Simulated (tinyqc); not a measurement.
# Worked calculation: illuminated p-n diode, drift-diffusion by the Gummel loop with Scharfetter-Gummel fluxes

Program tinyqc, `OMP_NUM_THREADS=1 python tinyqc.py 2240005 2240006 out.jsonl`; Intel Xeon 2.30GHz, shared host, one thread, about 0.7 s. Printed values are rounded.

Abrupt junction at x = 0, p side from -Lp, n side to Ln, ohmic contacts. psi is counted from the intrinsic level; n = ni exp((psi - phin)/Vt), p = ni exp((phip - psi)/Vt). Contacts: p side psi = V - Vt ln(Na/ni), p = Na, n = ni^2/Na; n side psi = Vt ln(Nd/ni), n = Nd, p = ni^2/Nd. Constant mobilities, D = mu Vt, Boltzmann statistics, SRH recombination through a mid-gap level, U = (n p - ni^2)/(tp (n + ni) + tn (p + ni)). Current is positive from the p contact to the n contact.

Values chosen for this exercise; band and dielectric values those of a made-up semiconductor:

| symbol | value | unit | meaning |
|---|---|---|---|
| T | 275 | K | temperature |
| Eg | 1.21 | eV | band gap |
| eps_r | 10.6 |  | relative permittivity |
| Nc | 2.78e19 | cm^-3 | conduction-band density of states at T |
| Nv | 2.23e19 | cm^-3 | valence-band density of states at T |
| Na | 2e17 | cm^-3 | acceptor density of the p side |
| Nd | 2e16 | cm^-3 | donor density of the n side |
| mun | 1100 | cm^2/(V s) | electron mobility |
| mup | 430 | cm^2/(V s) | hole mobility |
| tn | 3e-8 | s | SRH lifetime of electrons |
| tp | 1e-7 | s | SRH lifetime of holes |
| G | 7e20 | cm^-3 s^-1 | uniform generation rate |
| V | 0.3 | V | bias of the p contact |

Constants: q = 1.602176634e-19 C, kB = 1.380649e-23 J/K, Vt = kB T/q, eps0 = 8.8541878128e-14 F/cm where lengths are in cm. Results are converted to the units shown.

## Intrinsic density and built-in voltage

ni = sqrt(Nc Nv) exp(-Eg/(2 Vt)), Eg in volts; Vbi = Vt ln(Na Nd/ni^2).

ni = 2.03546e8 cm^-3
Vbi = 0.926787 V

## Round 1: Poisson equation

```
node  x (nm)  phin at the start (V)  phip at the start (V)
0      -5000                    0.3                    0.3
1      -1820                      0                    0.3
2       -651                      0                    0.3
3       -224                      0                    0.3
4      -67.8                      0                    0.3
5      -10.5                      0                    0.3
6       10.5                      0                    0.3
7       55.2                      0                    0.3
8        150                      0                    0.3
9        353                      0                    0.3
10       783                      0                    0.3
11      1700                      0                      0
```

With phin and phip held, solve a_i (psi_(i+1) - psi_i) - a_(i-1) (psi_i - psi_(i-1)) + q w_i (p_i - n_i + C_i) = 0 for the inner nodes by Newton steps to convergence; a_i = eps0 eps_r/h_i, h_i = x_(i+1) - x_i, w_i = (h_(i-1) + h_i)/2, C = -Na or +Nd.

```
node    psi (V)  n after Poisson (cm^-3)  p after Poisson (cm^-3)
0     -0.190677                 0.207155                     2e17
1     -0.190677                  65198.2                     2e17
2     -0.190677                  65198.2               2.00000e17
3     -0.190676                  65198.8               1.99998e17
4     -0.190522                  65623.9               1.98703e17
5     -0.176919                1.16510e5               1.11919e17
6     -0.048313                2.65001e7               4.92060e14
7      0.174066               3.15262e11               4.13613e10
8      0.419936               1.01067e16                1.29020e6
9      0.435938               1.98548e16                6.56748e5
10     0.436110               1.99997e16                6.51993e5
11     0.436111                     2e16                  2.07155
```

## Round 1: electron continuity

With psi and p held, F_i = (mun Vt/h_i) [n_(i+1) B(d_i) - n_i B(-d_i)], d_i = (psi_(i+1) - psi_i)/Vt, B(d) = d/(exp(d) - 1); solve F_i - F_(i-1) = w_i [(n_i p_i - ni^2)/den_i - G] for the new n, with den = tp (n + ni) + tn (p + ni) taken at the old n and p, h_i = x_(i+1) - x_i, w_i = (h_(i-1) + h_i)/2; phin = psi - Vt ln(n/ni).

```
node  new n (cm^-3)  phin after round 1 (V)
0          0.207155                0.300000
1        7.42191e11               -0.385032
2        3.56541e11               -0.367658
3        1.25729e11               -0.342957
4        2.96421e10               -0.308562
5         2.54723e9               -0.236800
6         3.20083e9               -0.113607
7        3.21544e11               -0.000468
8        1.01074e16               -0.000002
9        1.98561e16               -0.000001
10       2.00006e16               -0.000001
11             2e16                0.000000
```

## Round 1: hole continuity

With psi and the new n held, F_i = (mup Vt/h_i) [p_(i+1) B(-d_i) - p_i B(d_i)], d_i = (psi_(i+1) - psi_i)/Vt, B(d) = d/(exp(d) - 1); solve F_i - F_(i-1) = w_i [(n_i p_i - ni^2)/den_i - G] for the new p, with den = tp (n + ni) + tn (p + ni) taken at the new n and the old p, h_i = x_(i+1) - x_i, w_i = (h_(i-1) + h_i)/2; phip = psi + Vt ln(p/ni).

```
node  new p (cm^-3)  phip after round 1 (V)
0              2e17                0.300000
1        2.00009e17                0.300001
2        2.00011e17                0.300001
3        2.00009e17                0.300001
4        1.98714e17                0.300001
5        1.11926e17                0.300001
6        4.92091e14                0.300001
7        4.43544e10                0.301656
8         5.30034e9                0.497182
9        7.32034e10                0.575401
10       1.84277e11                0.597451
11          2.07155                0.000000
```

## Round 2: Poisson equation

As before.

```
node    psi (V)  n after Poisson (cm^-3)  p after Poisson (cm^-3)
0     -0.190677                 0.207155                     2e17
1     -0.190676               7.42222e11               2.00001e17
2     -0.190675               3.56560e11               2.00000e17
3     -0.190675               1.25736e11               1.99998e17
4     -0.190521               2.96438e10               1.98703e17
5     -0.176918                2.54737e9               1.11919e17
6     -0.048313                3.20096e9               4.92072e14
7      0.174066               3.21546e11               4.43541e10
8      0.419935               1.01067e16                5.30069e9
9      0.435937               1.98549e16               7.32078e10
10     0.436109               1.99998e16               1.84284e11
11     0.436111                     2e16                  2.07155
```

## Round 2: electron continuity

As before.

```
node  new n (cm^-3)  phin after round 2 (V)
0          0.207155                0.300000
1        7.42192e11               -0.385031
2        3.56543e11               -0.367657
3        1.25730e11               -0.342956
4        2.96423e10               -0.308561
5         2.54726e9               -0.236799
6         3.20087e9               -0.113606
7        3.21546e11               -0.000468
8        1.01067e16               -0.000002
9        1.98549e16               -0.000001
10       1.99998e16               -0.000001
11             2e16                0.000000
```

## Round 2: hole continuity

As before.

```
node  new p (cm^-3)  phip after round 2 (V)
0              2e17                0.300000
1        2.00001e17                0.300001
2        2.00000e17                0.300001
3        1.99998e17                0.300001
4        1.98703e17                0.300001
5        1.11919e17                0.300001
6        4.92072e14                0.300001
7        4.43542e10                0.301656
8         5.30042e9                0.497181
9        7.32039e10                0.575400
10       1.84276e11                0.597450
11          2.07155                0.000000
```

## Course of the Gummel loop

Stop when phin and phip change by less than 1e-8 V, or after 80 rounds. J = Jn at the p contact + Jp at the n contact + q sum w_i U_i - q G sum w_i over the inner nodes, which avoids differences of large majority fluxes: Jn = (q mun Vt/h_0)[n_1 B(d_0) - n_0 B(-d_0)], Jp = (q mup Vt/h_last)[p_(N-1) B(d_last) - p_N B(-d_last)], d_i = (psi_(i+1) - psi_i)/Vt, B(d) = d/(exp(d) - 1), w_i = (h_(i-1) + h_i)/2.

Course of the iteration:
```
round  J (A/cm^2)  largest change of phin, phip (V)
1      -0.0380798                             0.385
2      -0.0380801                           1.25e-6
3      -0.0380801                          5.16e-10
```

Converged in 3 rounds.

## Recombination and current

```
node  converged psi (V)  converged n (cm^-3)  converged p (cm^-3)
0             -0.190677             0.207155                 2e17
1             -0.190676           7.42192e11           2.00001e17
2             -0.190675           3.56543e11           2.00000e17
3             -0.190675           1.25730e11           1.99998e17
4             -0.190521           2.96423e10           1.98703e17
5             -0.176918            2.54726e9           1.11919e17
6             -0.048313            3.20087e9           4.92072e14
7              0.174066           3.21546e11           4.43542e10
8              0.419935           1.01067e16            5.30042e9
9              0.435937           1.98549e16           7.32039e10
10             0.436109           1.99998e16           1.84276e11
11             0.436111                 2e16              2.07155
```

U_i as defined. J = Jn at the p contact + Jp at the n contact + q sum w_i U_i - q G sum w_i over the inner nodes, which avoids differences of large majority fluxes: Jn = (q mun Vt/h_0)[n_1 B(d_0) - n_0 B(-d_0)], Jp = (q mup Vt/h_last)[p_(N-1) B(d_last) - p_N B(-d_last)], d_i = (psi_(i+1) - psi_i)/Vt, B(d) = d/(exp(d) - 1), w_i = (h_(i-1) + h_i)/2.

U, node 0 to 11 (cm^-3 s^-1): [0, 2.47394e19, 1.18847e19, 4.19098e18, 9.88078e17, 8.49085e16, 1.06693e17, 4.25579e17, 5.30042e16, 7.32038e17, 1.84276e18, 0]
Jn at the p contact = 0.00974740 A/cm^2
Jp at the n contact = 0.00328075 A/cm^2
recombination = 0.00105943 A/cm^2
generation = 0.0521677 A/cm^2
J = -0.0380801 A/cm^2

A 500-node mesh gives J = -0.03792 A/cm^2; this mesh differs from it by -1.6e-4 A/cm^2 (-0.43 %).
